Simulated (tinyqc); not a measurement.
# Ferroelectric switching, Landau-Khalatnikov equation, step by step

Computed by the program tinyqc: `OMP_NUM_THREADS=1 python tinyqc.py 2860117 2860118 out.jsonl`, one thread of a shared Intel Xeon 2.30GHz, about 0.1 s for the whole run. Printed values are rounded.

One domain: rho dP/dt = E - (2 al P + 4 be P^3), with al = -3 sqrt(3) Ec/(4 Pr), be = 3 sqrt(3) Ec/(8 Pr^3), so that the static loop has remanence Pr and coercive field Ec. With P in uC/cm^2, E in kV/cm, rho in ohm m and t in ns, dP/dt = [E - 2 al P - 4 be P^3]/(100 rho).

Parameters, values chosen for the exercise; remanent polarisation and coercive field close to those of lead zirconate titanate films:
```
symbol  value     unit                        meaning
Pr         29  uC/cm^2          remanent polarisation
Ec         79    kV/cm          static coercive field
rho       5.9    ohm m  viscosity of the polarisation
Em        170    kV/cm                field amplitude
dt         16       ns                      time step
```

## Landau coefficients and time scales

al = -3 sqrt(3) Ec/(4 Pr), be = 3 sqrt(3) Ec/(8 Pr^3). Relaxation time at remanence tau = 100 rho/(-4 al); final state: the largest root Pf of 2 al P + 4 be P^3 = Em; relaxation time there 100 rho/(2 al + 12 be Pf^2).

al = -3.53876 kV cm/uC
be = 0.00210390 kV cm^5/uC^3
tau = 41.6813 ns
Pf = 37.2021 uC/cm^2
relaxation time at Pf = 21.1743 ns

## Step 1: one time step

P at t = 0 = -29 uC/cm^2

The constant field E = Em acts from t = 0. Explicit Euler: P(new) = P + dt dP/dt(P).

dP/dt = 0.288136 uC/(cm^2 ns)
P after step 1 = -24.3898 uC/cm^2

## Step 2: one time step

As before.

dP/dt = 0.202507 uC/(cm^2 ns)
P after step 2 = -21.1497 uC/cm^2

## Step 3: one time step

As before.

dP/dt = 0.169370 uC/(cm^2 ns)
P after step 3 = -18.4398 uC/cm^2

## Course of the switching

P starts at -Pr. The reference is a fourth-order Runge-Kutta run with 40 substeps a step; the run counts as sound if it ends within 1 % of Pf.

Course of the iteration:
```
step  t (ns)  P (uC/cm^2)  reference (uC/cm^2)
1         16     -24.3898             -25.0755
2         32     -21.1497             -22.0029
3         48     -18.4398             -19.3383
4         64     -15.9379             -16.8430
5         80     -13.4628             -14.3551
6         96     -10.8797             -11.7384
7        112     -8.06378             -8.85377
8        128     -4.88164             -5.54221
9        144     -1.18187             -1.61630
10       160      3.20184              3.12303
11       176      8.41905              8.80533
12       192      14.5089              15.2954
...      ...          ...                  ...
19       304      37.1742              36.8954
20       320      37.1953              37.0572
21       336      37.2004              37.1339
22       352      37.2017              37.1700
23       368      37.2020              37.1870
24       384      37.2021              37.1950
25       400      37.2021              37.1988
26       416      37.2021              37.2005
27       432      37.2021              37.2014
28       448      37.2021              37.2018
29       464      37.2021              37.2019
30       480      37.2021              37.2020
```

P first turns positive at t = 160 ns among the steps, the reference at 160 ns (exactly 150 ns); the last value is within 0.01 % of Pf. The largest gap to the reference is 1.2 uC/cm^2.
